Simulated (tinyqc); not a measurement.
Hueckel theory of the pi electrons, for the molecule C=Cc1ccccc1 (SMILES; centres numbered as the heavy atoms are written), step by step. Computed by tinyqc, a small Python program that keeps every step. Settings: charge = 0. Command: `OMP_NUM_THREADS=1 python tinyqc.py 22312 22313 out.jsonl` (the two numbers bound the seeds that draw the settings). One thread of a shared host (Intel(R) Xeon(R) Processor @ 2.60GHz), about 0.01 s of CPU time with the checks.

## The Hueckel matrix

Centres:
```
centre,"z_r, pi electrons of the neutral centre",h
1C,1,0.000000
2C,1,0.000000
3C,1,0.000000
4C,1,0.000000
5C,1,0.000000
6C,1,0.000000
7C,1,0.000000
8C,1,0.000000
```

Bonds:
```
i,j,k
1,2,1
2,3,1
3,4,1
4,5,1
5,6,1
6,7,1
7,8,1
8,3,1
```

H_rr = alpha + h_r beta, H_rs = k_rs beta for bonded centres.

Hueckel matrix in units of beta (H = alpha + beta A):
```
,1C,2C,3C,4C,5C,6C,7C,8C
1C,0.000000,1.000000,0.000000,0.000000,0.000000,0.000000,0.000000,0.000000
2C,1.000000,0.000000,1.000000,0.000000,0.000000,0.000000,0.000000,0.000000
3C,0.000000,1.000000,0.000000,1.000000,0.000000,0.000000,0.000000,1.000000
4C,0.000000,0.000000,1.000000,0.000000,1.000000,0.000000,0.000000,0.000000
5C,0.000000,0.000000,0.000000,1.000000,0.000000,1.000000,0.000000,0.000000
6C,0.000000,0.000000,0.000000,0.000000,1.000000,0.000000,1.000000,0.000000
7C,0.000000,0.000000,0.000000,0.000000,0.000000,1.000000,0.000000,1.000000
8C,0.000000,0.000000,1.000000,0.000000,0.000000,0.000000,1.000000,0.000000
```

## Orbitals

pi electrons, sum of z_r less the charge = 8

Diagonalise; E = alpha + x beta with beta < 0, so the largest x are filled first; degenerate levels share their electrons. P = sum n_i c_ri c_si; each orbital has its largest coefficient positive (the first on a tie).

x values: 2.135779  1.414214  1.000000  0.662153  -0.662153  -1.000000  -1.414214  -2.135779

occupations: 2.000000  2.000000  2.000000  2.000000  0.000000  0.000000  0.000000  0.000000

coefficients:
```
,MO1,MO2,MO3,MO4,MO5,MO6,MO7,MO8
1C,0.144072,0.353553,0.000000,0.595183,0.595183,0.000000,-0.353553,0.144072
2C,0.307706,0.500000,0.000000,0.394103,-0.394103,0.000000,0.500000,-0.307706
3C,0.513120,0.353553,0.000000,-0.334227,-0.334227,0.000000,-0.353553,0.513120
4C,0.394103,0.000000,0.500000,-0.307706,0.307706,0.500000,0.000000,-0.394103
5C,0.328596,-0.353553,0.500000,0.130478,0.130478,-0.500000,0.353553,0.328596
6C,0.307706,-0.500000,0.000000,0.394103,-0.394103,0.000000,-0.500000,-0.307706
7C,0.328596,-0.353553,-0.500000,0.130478,0.130478,0.500000,0.353553,0.328596
8C,0.394103,0.000000,-0.500000,-0.307706,0.307706,-0.500000,0.000000,-0.394103
```

charge and bond-order matrix P:
```
,1C,2C,3C,4C,5C,6C,7C,8C
1C,1.000000,0.911344,0.000000,-0.252725,0.000000,0.204237,0.000000,-0.252725
2C,0.911344,1.000000,0.405894,0.000000,-0.048488,0.000000,-0.048488,0.000000
3C,0.000000,0.405894,1.000000,0.610131,0.000000,-0.301212,0.000000,0.610131
4C,-0.252725,0.000000,0.610131,1.000000,0.678703,0.000000,-0.321297,0.000000
5C,0.000000,-0.048488,0.000000,0.678703,1.000000,0.658619,0.000000,-0.321297
6C,0.204237,0.000000,-0.301212,0.000000,0.658619,1.000000,0.658619,0.000000
7C,0.000000,-0.048488,0.000000,-0.321297,0.000000,0.658619,1.000000,0.678703
8C,-0.252725,0.000000,0.610131,0.000000,-0.321297,0.000000,0.678703,1.000000
```

## Energy, charges, bond orders

E = sum n x; q_r = z_r - P_rr; bond order p = P_rs; free valence = sqrt(3) - sum of p over the bonds of the atom.

pi energy = 8 alpha + this times beta = 10.424292

pi charges: 1C 0.000000, 2C 0.000000, 3C 0.000000, 4C 0.000000, 5C 0.000000, 6C 0.000000, 7C 0.000000, 8C 0.000000

Bond orders and lengths from R = 1.517 - 0.180 p (angstrom, C-C alone):
```
bond,p,R
1-2,0.911344,1.352958
2-3,0.405894,1.443939
3-4,0.610131,1.407176
4-5,0.678703,1.394833
5-6,0.658619,1.398449
6-7,0.658619,1.398449
7-8,0.678703,1.394833
8-3,0.610131,1.407176
```

free valence of the carbons: 1C 0.820707, 2C 0.414813, 3C 0.105893, 4C 0.443216, 5C 0.394728, 6C 0.414813, 7C 0.394728, 8C 0.443216

gap between the highest filled and the next level = 1.324307 |beta|
